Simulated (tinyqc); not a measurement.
Inside a calculation. Model: trench capacitor in an array: capacitance, non-linearity, leakage and relaxation.

Program tinyqc, `OMP_NUM_THREADS=1 python tinyqc.py 2102176 2102177 out.jsonl`; Intel Xeon 2.30GHz, shared host, one thread, about 0.01 s. Printed values are rounded.

A film between two metal electrodes, each interface adding a series capacitance ci. The small-signal permittivity is ek (1 + aq E^2); the field is found with the linear permittivity. Leakage J = J0 sinh(E/Ef). After a voltage step the film passes a relaxation current kr C V tt^(-nr), tt being the time in seconds. The sidewall is a coaxial capacitor with radii a = dm/2 - t and b = dm/2, depth AR dm; the end face is left out.

Parameters, values chosen for the exercise; permittivity of the order of that of hafnium oxide: relative permittivity of the film ek = 22.6; film thickness t = 14 nm; capacitance of each electrode interface (dead layer and screening) ci = 1000 uF/cm^2; quadratic field coefficient of the permittivity aq = 0.0099 cm^2/MV^2; bias V = 1.5 V; leakage prefactor J0 = 7.8e-10 A/cm^2; field for an e-fold rise of the leakage Ef = 0.49 MV/cm; diameter of the hole dm = 79 nm; aspect ratio, depth over diameter AR = 30; pitch of the square array pt = 170 nm; resistivity of the inner electrode rho = 1000 uohm cm.

Constants: eps0 = 8.8541878128e-14 F/cm where lengths are in cm. Results are converted to the units shown.

## Planar capacitance, field and non-linearity

Planar film: Cf = eps0 ek/t, 1/C = 1/Cf + 2/ci, EOT = 3.9 eps0/C, effective permittivity C t/eps0, E = (V/t) C/Cf; quadratic coefficient [C(V)/C - 1]/V^2 with Cf (1 + aq E^2) in C(V).

Cf = 1.42932 uF/cm^2
C = 1.42524 uF/cm^2
EOT = 2.42284 nm
effective permittivity = 22.5356
E = 1.06837 MV/cm
quadratic coefficient = 5007.79 ppm/V^2
J = 3.40722e-9 A/cm^2

The interfaces take 0.285 % of the voltage.

## Cell capacitance, fields and time constant

Per length 1/c = ln(b/a)/(2 pi eps0 ek) + (1/a + 1/b)/(2 pi ci); cell capacitance c AR dm; per footprint over pt^2; fields c V/(2 pi eps0 ek r) at r = a and b; resistance of the inner electrode rho AR dm/(pi a^2); time constant R C/3 of the distributed line.

a = 25.5 nm
b = 39.5 nm
cell capacitance = 6.78901 fF
capacitance per footprint = 23.4914 uF/cm^2
field at a = 1.34021 MV/cm
field at b = 0.865197 MV/cm
R = 11.6016 kohm
R C/3 = 26.2545 ps

The array gives 16.5 times the planar capacitance per footprint; curvature makes the field at the inner electrode 1.25 times the planar value.
